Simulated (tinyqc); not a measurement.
Charge control and current of a heterostructure field-effect transistor: one step, computed by the program tinyqc. Command: `OMP_NUM_THREADS=1 python tinyqc.py 3017196 3017197 out.jsonl hemt walk`. One thread of a shared host (Intel(R) Xeon(R) Processor @ 2.30GHz), about 0.01 s of CPU time with the checks.

Two subbands in a triangular well; E_F is counted from the conduction band edge of the channel at the interface.

Question. Levels and gate capacitance. Charge control: n_s = C_b (V_G - V_T - E_F/e)/e. Well: mean field F = e n_s/(2 eps eps_0), E_i = (hbar^2/2m)^(1/3) [(3 pi e F/2)(i + 3/4)]^(2/3), i = 0, 1; n_s = D k_B T sum_i ln(1 + exp((E_F - E_i)/k_B T)), D = m/(pi hbar^2), which is solved in closed form for E_F. C_g = e dn_s/dV_G = 1/(1/C_b + 1/C_q), 1/C_q = d(E_F/e)/d(e n_s) by a central difference of +/- 0.1 % in n_s; added distance dd = eps eps_0/C_q.

Inputs (values chosen for the exercise, modelled on AlGaN/GaN): channel mass m = 0.2 m_0; permittivity eps (barrier and channel) = 9.71; temperature T = 300 K.

Charge source: polarisation. Velocity law: two-piece.

sheet density n_s = 5.257897e+12 1/cm^2

barrier capacitance C_b = 0.6613397 microfarad/cm^2

Constants: k_B = 8.617333262e-05 eV/K; e = 1.602176634e-19 C; eps_0 = 8.8541878128e-12 F/m; hbar = 1.054571817e-34 J s; m_0 = 9.1093837015e-31 kg; k_B = 1.380649e-23 J/K.

Give: E_0; E_1; E_F; share in the second subband; gate capacitance C_g; added distance dd.

Answer.

E_0 = 178.8 meV

E_1 = 314.5 meV

E_F = 237.9 meV

share in the second subband = 2.071 %

gate capacitance C_g = 0.5757 microfarad/cm^2

added distance dd = 1.935 nm

C_g is 87 % of C_b: the finite density of states and the rise of E_0 act as 1.9 nm of extra barrier.
